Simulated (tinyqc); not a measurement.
What moves the results: trap in a gate oxide as a short-range spherical well. A value that a table varies takes the place of the one given here.

A spherical well of radius R and depth V0 below the conduction edge, one mass m, c = hbar^2/2m0. The s level at binding Et solves k cot(k R) = -kappa with k = sqrt(m (V0 - Et)/c), kappa = sqrt(m Et/c); it exists for V0 > Vc = c (pi/2R)^2/m. Outside, psi falls as exp(-kappa r)/r.

Lucovsky model (delta well, plane-wave final states, no local-field factor): sigma = (32 pi alpha c/(3 n_r m Et)) (x - 1)^(3/2)/x^3, x = h nu/Et, c = hbar^2/2m0; 1 angstrom^2 = 1e-16 cm^2.

Energies from the conduction edge of the channel. The trap level at depth x is E_T = dEc - Et - e Fox x (1 MV/cm = 0.01 eV/angstrom). An electron at the channel edge tunnels with the WKB exponent S = (4/3) sqrt(m/c) [dEc^(3/2) - (dEc - e Fox x)^(3/2)]/(e Fox), c = hbar^2/2m0; tau = t0 exp(S); the occupation is f = 1/(1 + exp((E_T - EF)/kB T)), tau_c = tau/f and tau_e = tau/(1 - f). Lattice relaxation is left out; a level below the channel edge needs phonons as well, so tau is then a lower bound, while a level above it can also empty elastically at its own energy, through a thinner barrier, faster than this tau.

Constants: hbar^2/2m0 = 3.80998211 eV angstrom^2; fine-structure constant alpha = 0.007297352564; kB = 8.617333262e-05 eV/K.

Inputs chosen for the exercise (near those of HfO2 on Si; the results hold for these values, not for the real material):
```
symbol  value                                             unit       meaning
R       3.9                                               angstrom   radius of the well
m       0.202                                             m0         mass
fV      (1.03, 1.11, 1.31, 1.67, 1.97, 3.56, 6.85)                   V0/Vc
n_r     1.94                                                         refractive index
xs      (1.07, 1.26, 1.58, 1.72, 2.29, 3.17, 3.86, 6.06)             photon energies h nu/Et
dEc     1.52                                              eV         conduction offset to the channel
Fox     4.1                                               MV/cm      oxide field, lowering levels away from the channel
t0      1.7                                               x 1e-11 s  time constant at the interface
T       300                                               K          temperature
EF      0.08                                              eV         Fermi level above the channel edge
ds      (3, 6, 9, 12, 15, 18)                             angstrom   depths
V0      6.33                                              eV         depth of the well
x       13                                                angstrom   depth of the trap
```

## From threshold to a deep level

Et against the depth at fixed R; near threshold Et = (pi^2/16)(V0 - Vc)^2/Vc.

Results:
```
V0/Vc,V0 (eV),Et (eV),threshold form (eV),1/kappa (angstrom),share outside
1.03,3.152,0.001662,0.001699,106.5,0.964
1.11,3.396,0.02114,0.02284,29.9,0.879
1.31,4.008,0.1482,0.1814,11.3,0.716
1.67,5.110,0.5739,0.8472,5.7,0.528
1.97,6.028,1.055,1.776,4.2,0.429
3.56,10.893,4.506,12.37,2.0,0.202
6.85,20.959,13.27,64.59,1.2,0.086
```

The threshold form holds to 10 % up to V0/Vc = 1.11 of those listed. There the state is mostly outside the well (96 % in the first row) and knows only Et, which is why a delta-well model works; more than half is inside from V0/Vc = 1.97 on. A second s level would need V0/Vc > 9. From V0/Vc = 6.85 on Et exceeds the gap of the host, about 5.8 eV, so those rows only show the model.

## Neutral against charged centre

Et = 1.23172 eV

Lucovsky cross-section, its shape relative to the peak, and the shape of a hydrogen-like centre relative to threshold: x^-4 exp(4 - 4 atan(e)/e)/(1 - exp(-2 pi/e)), e = sqrt(x - 1).

Results:
```
x,h nu (eV),sigma (1e-18 cm^2),relative to peak,hydrogen-like
1.07,1.318,2.92,0.121,0.834
1.26,1.552,12.8,0.530,0.536
1.58,1.946,21.6,0.896,0.287
1.72,2.119,23.2,0.961,0.226
2.29,2.821,23.5,0.976,0.100
3.17,3.905,19.4,0.803,0.039
3.86,4.754,16.2,0.673,0.022
6.06,7.464,9.87,0.409,0.006
```

The short-range centre starts from zero, reaches half its peak at x = 1.24 and peaks at x = 2; in the last row it still has 41 % of the peak. The Coulomb centre is largest at threshold and is down to 0.6 % there. Reading the peak as the threshold would misplace the level by a factor 2, here 1.23 eV. Rows above the gap, about 5.8 eV, are hidden by band-to-band absorption.

## Depth of the trap

Each depth has its own level and time; the corner frequency is 1/(2 pi tau).

Results:
```
x (angstrom),E_T (eV),S,tau (s),corner (Hz),f
3,0.165,1.67,9.0e-11,1.8e+09,0.036
6,0.042,3.26,4.4e-10,3.6e+08,0.811
9,-0.081,4.79,2.0e-09,7.8e+07,0.998
12,-0.204,6.23,8.6e-09,1.8e+07,1.000
15,-0.327,7.59,3.3e-08,4.8e+06,1.000
18,-0.450,8.85,1.2e-07,1.3e+06,1.000
```

tau spans 3.1 decades, one decade for each 4.33 angstrom at the start and 5.45 at the end, where the field has thinned the barrier. Traps spread evenly in depth are thus spread nearly evenly in ln tau; if levels near EF exist at every depth, this sums to 1/f noise and to charging that grows as ln t. With the single Et of this table only depths where f is neither 0 nor 1 contribute. The level crosses EF between 3 and 6 angstrom.

## What each parameter does

Et from the well, then the level and the time. Each row changes one parameter from the base and keeps the others.

Results:
```
case,Et (eV),E_T (eV),log10 tau (s),ln(tau_c/tau_e)
base,1.232,-0.245,-7.86,-12.6
x = 15 angstrom,1.232,-0.327,-7.48,-15.7
Fox = 5.1 MV/cm,1.232,-0.375,-7.94,-17.6
dEc = 1.4 eV,1.232,-0.365,-8.01,-17.2
m = 0.222 m0,1.474,-0.487,-7.72,-21.9
V0 = 6.65 eV,1.427,-0.440,-7.86,-20.1
T = 350 K,1.232,-0.245,-7.86,-10.8
EF = 0.13 eV,1.232,-0.245,-7.86,-14.5
```

The largest shifts from the base row, up to three for each result and ties (the steps differ in size, so this ranks the rows, not the parameters). Et (eV): m +0.243, V0 +0.195; unchanged at the printed digits by x, Fox, dEc, T and EF. E_T (eV): m -0.243, V0 -0.195, Fox -0.130; unchanged at the printed digits by T and EF. log10 tau (s): x +0.39, dEc -0.14, m +0.14; unchanged at the printed digits by V0, T and EF. ln(tau_c/tau_e): m -9.4, V0 -7.5, Fox -5.0.

Program tinyqc; command `OMP_NUM_THREADS=1 python tinyqc.py 1252621 1252622 out.jsonl`; about 0.01 s on one thread of a shared Intel(R) Xeon(R) Processor @ 2.30GHz.
